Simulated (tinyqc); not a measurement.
Single-oscillator infrared dielectric function of a polar cubic crystal: one step, computed by the program tinyqc.

One ion pair, charges +Z* and -Z*, in a cell of volume Omega = a^3/4. Frequencies omega are given as wavenumbers (1/cm); eps_s is the static dielectric constant.

Task: Surface and particle modes. Without damping, eps(omega) = -x eps_m gives omega^2 = omega_TO^2 (eps_s + x eps_m)/(eps_inf + x eps_m): x = 1 for a flat surface at large wave vector, x = 2 for the dipole mode of a small sphere. The reflectivity R for light from vacuum (not from the medium eps_m) vanishes where eps = 1, omega^2 = omega_TO^2 (eps_s - 1)/(eps_inf - 1).

Inputs (values chosen for the exercise, modelled on cadmium telluride): omega_TO = 139 1/cm; eps_inf = 7.22; eps_m of the surrounding medium = 3.9.

Structure: zinc blende. Free carriers: absent.

eps_s = 10.65030

Give: surface mode; sphere mode; zero of R.

Result:

surface mode = 159.0 1/cm

sphere mode = 154.1 1/cm

zero of R = 173.1 1/cm
